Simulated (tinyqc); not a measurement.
Surface potential of a MOS transistor: implicit equation and explicit approximations: one step of the calculation.

p-type body, charge-sheet picture, depletion and inversion only, full ionisation (an idealisation for deep acceptors), Boltzmann statistics (rough once Na exp(x - xn) passes about Nc/7). In units of Vt: xg = (Vg - Vfb)/Vt, x = psi/Vt, G = gamma/sqrt(Vt), xn = (2 phiF + Vc)/Vt. The implicit equation is (xg - x)^2 = G^2 [x - 1 + exp(x - xn)] for x above about 3. Cox = eps0 eox/tox.

Problem. Potential, charges and gate control. psi = Vt x; N_dep = Cox Vt G sqrt(x - 1)/q; N_inv = (Cox Vt G/q) [sqrt(x - 1 + exp(x - xn)) - sqrt(x - 1)]; dpsi/dVg = 1/[1 + G^2 (1 + exp(x - xn))/(2 (xg - x))].

Inputs (values chosen for the exercise); band and dielectric values close to those of 4H silicon carbide:
```
symbol  value  unit                                                                 meaning
T         350     K                                                             temperature
eox       3.9        relative permittivity of the gate insulator (close to silicon dioxide)
tox        11    nm                                                     insulator thickness
Vc        0.2     V                                                    channel-body voltage
```

Constants: q = 1.602176634e-19 C, kB = 1.380649e-23 J/K, Vt = kB T/q, eps0 = 8.8541878128e-14 F/cm where lengths are in cm. Results are converted to the units shown.

converged x = 90.025104
G = 1.1061489
xn = 98.854326
xg = 100.46197

Find: psi; N_dep; N_inv; dpsi/dVg.

Solution.

psi = 2.7152 V
N_dep = 6.1677e11 cm^-2
N_inv = 5.0710e5 cm^-2
dpsi/dVg = 0.94462

psi lies 8.8 Vt below 2 phiF + Vc.

Numbers from tinyqc (`OMP_NUM_THREADS=1 python tinyqc.py 2122120 2122121 out.jsonl`; about 0.01 s on one thread of a shared Intel Xeon 2.30GHz).
